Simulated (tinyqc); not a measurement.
## Capacitances against the line height

Endless row of lines of width wl, height tl and space sl between grounded planes at distance hd; e2 fills the gaps beside the lines, e1 the rest. Laplace's equation is solved on meshes of 3, 6 and 12 steps per unit u and extrapolated (Aitken), which is good to about 0.2 %. C_even (all lines at 1 V) is the capacitance Cg to the planes; C_odd (neighbours in antiphase) = Cg + 4 Cc if only nearest neighbours couple, which defines Cc; total with quiet neighbours Cg + 2 Cc. Plate values 2 eps0 e1 wl/hd and eps0 e2 tl/sl.

Parameters, values chosen for the exercise:
- e1 = 4.2 (relative permittivity above and below the lines)
- e2 = 2 (relative permittivity between the lines)
- wl = 6 u (line width, in units u)
- sl = 8 u (space between lines)
- hd = 8 u (distance to each plane)

Constants: eps0 = 8.8541878128e-12 F/m. Results are converted to the units shown.

The same in every row: plate Cg (aF/um) = 55.8.

Result of one run:

| Cg (aF/um) | Cc (aF/um) | Cg + 2 Cc (aF/um) | C_odd (aF/um) | plate Cc (aF/um) | share of coupling, 2 Cc/(Cg + 2 Cc) (%) |
|---|---|---|---|---|---|
| 113 | 21.8 | 156 | 200 | 13.3 | 27.9 |

Which line height tl gave this result: 2, 4, 6 or 16 u?

tl = 6 u.

The whole series:

| tl (u) | Cg (aF/um) | Cc (aF/um) | Cg + 2 Cc (aF/um) | C_odd (aF/um) | plate Cc (aF/um) | share of coupling, 2 Cc/(Cg + 2 Cc) (%) |
|---|---|---|---|---|---|---|
| 2 | 109 | 13.7 | 136 | 164 | 4.43 | 20.0 |
| 4 | 111 | 17.6 | 147 | 182 | 8.85 | 24.0 |
| 6 | 113 | 21.8 | 156 | 200 | 13.3 | 27.9 |
| 8 | 113 | 26.1 | 165 | 218 | 17.7 | 31.5 |
| 12 | 114 | 34.9 | 183 | 253 | 26.6 | 38.0 |
| 16 | 114 | 43.7 | 201 | 289 | 35.4 | 43.4 |

As tl goes from 2 to 16, Cg rises from 109 to 114 aF/um, Cc rises from 13.7 to 43.7 aF/um and the share of coupling rises from 20.0 to 43.4 %. Cg is 1.95 times its plate value in the first row and 2.04 times in the last; for Cc the ratios are 3.08 and 1.23. Neighbours in antiphase raise the load by a factor of 1.20 and 1.43 over quiet ones.

Computed by the program tinyqc: `OMP_NUM_THREADS=1 python tinyqc.py 2790143 2790144 out.jsonl`, one thread of a shared Intel Xeon 2.30GHz, about 1 s for the whole run.
